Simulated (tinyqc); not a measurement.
# Deal-Grove kinetics of thermal oxidation of silicon, step by step

A worked calculation. Computed by tinyqc, a small Python program that keeps every step. Command: `OMP_NUM_THREADS=1 python tinyqc.py 3026851 3026852 out.jsonl oxide walk`. One thread of a shared host (Intel(R) Xeon(R) Processor @ 2.30GHz), about 0.03 s of CPU time with the checks. Intermediate numbers are printed to about 5 digits and carried at full precision; extremes and crossings named in words are read from the listed rows.

Oxidant diffuses through the oxide and reacts at the interface, so that dx/dt = B/(A + 2x) for the oxide thickness x.

Inputs (values chosen for the exercise, close to those used for silicon):
```
quantity                       value    unit
prefactor B0                     404  um^2/h
activation energy E_B          0.773      eV
prefactor (B/A)0            1.03e+08    um/h
activation energy E_A           2.07      eV
temperature T                   1125       C
oxidant pressure p                 1     atm
pressure exponent m of B/A         1       -
initial oxide x_i                0.1      um
time t                          0.25       h
temperature of step 2, T2       1050       C
time of step 2, t2              0.77       h
```

Ambient: steam. Surface: (100). Extension: second step.

Constants: k_B = 8.617333262e-05 eV/K.

## Rate constants

B = B0 p exp(-E_B/(k_B T)), B/A = (B/A)0 p^m exp(-E_A/(k_B T)), p in atm; A = B/(B/A). Temperatures in kelvin are T(C) + 273.15.

parabolic constant B = 0.66073 um^2/h

linear constant B/A = 3.5588 um/h

length A = 0.18566 um

Reaction at the interface limits growth while x is well below A/2 = 0.0928 um, diffusion once x is well above it.

## Thickness after the oxidation

tau = (x_i^2 + A x_i)/B and x = (A/2) [sqrt(1 + 4 B (t + tau)/A^2) - 1], the root of x^2 + A x = B (t + tau). Silicon consumed is 0.44 times the oxide grown; the rate is B/(A + 2x).

tau = 0.043234 h

oxide thickness x = 0.35702 um

silicon consumed = 0.11309 um

final growth rate = 0.73439 um/h

2x/A = 3.85: diffusion through the oxide limits the rate.

## Full law against its linear and parabolic limits

Linear limit x = (B/A)(t + tau); parabolic limit x = sqrt(B (t + tau)).

Thickness (um):
```
t (h)    full  linear limit  parabolic limit    2x/A
0.05   0.1722    3.3180e-01           0.2482   1.855
0.1    0.2285    5.0974e-01           0.3076   2.462
0.25   0.3570    1.0436e+00           0.4402   3.846
0.5    0.5134    1.9333e+00           0.5991   5.531
1      0.7426    3.7127e+00           0.8302   7.999
2      1.0728    7.2715e+00           1.1619  11.556
4      1.5443    1.4389e+01           1.6345  16.636
8      2.2143    2.8624e+01           2.3053  23.854
16     3.1643    5.7095e+01           3.2558  34.087
32     4.5094    1.1404e+02           4.6013  48.577
```

Both limits lie above the full result, since each drops one resistance. The linear law overshoots by 93 % in the first row and 2400 % in the last, the parabolic law by 44 % and 2.0 %. The parabolic law is the better one in every row, as 2x/A stays above 1.24.

## A second oxidation in the same ambient

Step 2 starts from the thickness x of step 1, with B and A at T2: tau2 = (x^2 + A2 x)/B2 and x2 = (A2/2) [sqrt(1 + 4 B2 (t2 + tau2)/A2^2) - 1].

B2 = 0.45929 um^2/h

A2 = 0.34176 um

tau2 = 0.54319 h

thickness after both steps x2 = 0.62431 um

## Two steps, the one at T2 first

First t2 at T2 from x_i, then t at T from the thickness reached.

thickness after t2 at T2 = 0.48259 um

final thickness in this order = 0.61165 um

The order changes the result by -2.0 %: ending with the larger A gives the thicker film, since A differs between the steps and the times are not simply additive.

Checks made by the program: closed form against Runge-Kutta integration of dx/dt (relative difference below 1e-10).
